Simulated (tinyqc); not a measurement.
# From exact correction back to dielectric constant eps

Model: correction of a charged-defect supercell by a model charge and potential alignment (plane-averaged potentials). Computed by tinyqc, a small Python program. Command: `OMP_NUM_THREADS=1 python tinyqc.py 3110182 3110183 out.jsonl align inv`. One thread of a shared host (Intel(R) Xeon(R) Processor @ 2.30GHz), about 0.06 s of CPU time with the checks.

The "true" defect charge is (1 - x) q in a Gaussian of width sigma plus x q in one of width sigma_t, so the exact answer is known; the correction sees only a single model Gaussian of width sigma_m. A Gaussian of width s has the transform rho(G) = exp(-G^2 s^2/2), normalised to 1. A uniform background cancels q, so G = 0 is left out. Potentials are those felt by a unit positive charge. E_0 is the formation energy of the isolated defect, E_cell its value in the supercell, E_lat = E_iso - E_per of the model charge, C the true less the model potential far from the defect; the exact correction is E_0 - E_cell, and the error of a scheme is E_cell plus its correction less E_0.

Inputs (values chosen for the exercise, with screening close to that of GaN):
```
quantity                                     value      unit
defect charge q                                 -3         e
edge of the cubic cell L                      19.2  angstrom
width sigma of the true defect charge          1.4  angstrom
share x of the charge in a wide tail             0         -
width sigma_t of the tail                      2.9  angstrom
formation energy of the isolated defect E_0   4.25        eV
```

Constants: e^2/(4 pi eps_0) = 14.39964548 eV angstrom.

Method. Periodic energy E_per = (2 pi q^2/(eps L^3)) (e^2/(4 pi eps_0)) sum_(G != 0) rho(G)^2/G^2, G = (2 pi/L)(n1, n2, n3), |n_i| <= 16. Isolated energy: two Gaussians of charges q_a, q_b and widths a, b interact by q_a q_b (e^2/(4 pi eps_0 eps)) sqrt(2/pi)/sqrt(a^2 + b^2), and the self-energy is half the sum over pairs. Supercell value E_cell = E_0 + E_per - E_iso for the true charge.

Task: A run gave the result below. Find the dielectric constant eps, known to lie between 6.2 and 12.

exact correction = 1.040062 eV

Result:

Each step takes the trial c = (a f_b - b f_a)/(f_b - f_a), f being the result less the target and a, b, c the logarithms of the listed values; c replaces end b, the old b replaces a if the sign of f changed, and otherwise f_a is halved.

Scan of the range:
```
dielectric constant eps  exact correction (eV)
6.20                                   1.50809
6.92                                   1.35118
7.73                                   1.20959
8.63                                   1.08345
9.63                                   0.97094
10.70                                  0.87385
12.00                                  0.77918
```

False position (Illinois rule, in the logarithm of the input) inside the bracket:
```
step    end a    end b    trial  exact correction (eV)
1     8.63000  9.63000  9.00269                1.03860
2     8.63000  9.00269  8.97862                1.04138
3     9.00269  8.97862  8.99000                1.04006
4     8.97862  8.99000  8.99000                1.04006
```

Exact correction falls at every point of a 13-point scan of the range (every second point is shown), so one value fits; it is bracketed by 8.63 and 9.63. The scan shows a pure power law with exponent -1.000, so scaling from any one row also gives the answer directly. Answer: dielectric constant eps = 8.990.
